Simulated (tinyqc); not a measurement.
Thermal boundary conductance by the acoustic and diffuse mismatch models: one step, computed by the program tinyqc. Command: `OMP_NUM_THREADS=1 python tinyqc.py 3027230 3027231 out.jsonl kapitza walk`. One thread of a shared host (Intel(R) Xeon(R) Processor @ 2.30GHz), about 0.01 s of CPU time with the checks.

Each side has one longitudinal and two transverse Debye branches, omega = v q up to q_D = (6 pi^2 n)^(1/3), with n counting all atoms. Scattering at the interface is elastic. Electrons are left out of G, also for metals. Melting is ignored. G refers to the temperatures of the phonons sent towards the interface. Linear branches over all atoms overstate G at high T, most for crystals with several atoms a cell.

Problem. Cross-plane conductivity of the superlattice. kappa_eff = (d_1 + d_2)/(d_1/kappa_1 + d_2/kappa_2 + 2 R), two interfaces a period, with bulk conductivities in the layers; the gradient is J/kappa_eff.

Inputs (values chosen for the exercise, modelled on diamond (side 1) and aluminium nitride (side 2)):
```
quantity              value     unit
conductivity kappa_1   2200  W/(m K)
conductivity kappa_2    307  W/(m K)
temperature T           150        K
thickness d_1           100       nm
thickness d_2            17       nm
heat flux J             1.5  kW/cm^2
```

Structure: superlattice.

boundary resistance R = 2.899197 m^2 K/GW

Give: kappa_eff; kappa_eff without interfaces; interface share of the resistance; temperature gradient.

Solution.

kappa_eff = 19.83 W/(m K)

kappa_eff without interfaces = 1160 W/(m K)

interface share of the resistance = 0.9829

temperature gradient = 0.7563 K/micrometre

The interfaces carry most of the resistance: if both layers are scaled together, kappa_eff grows with the exponent 0.98, the interface share. Caution: kappa_2 is of room-temperature size, so the Kapitza length is only nominal at this T. Caution: the conductivities are of room-temperature size; at this T real values can differ much and free paths can be long. Caution: R from emitted-phonon temperatures is too large for use in series with Fourier layers, by up to a factor of about 2. Caution: layers this thin are often below the phonon free path, where bulk conductivities and independent interfaces no longer hold.
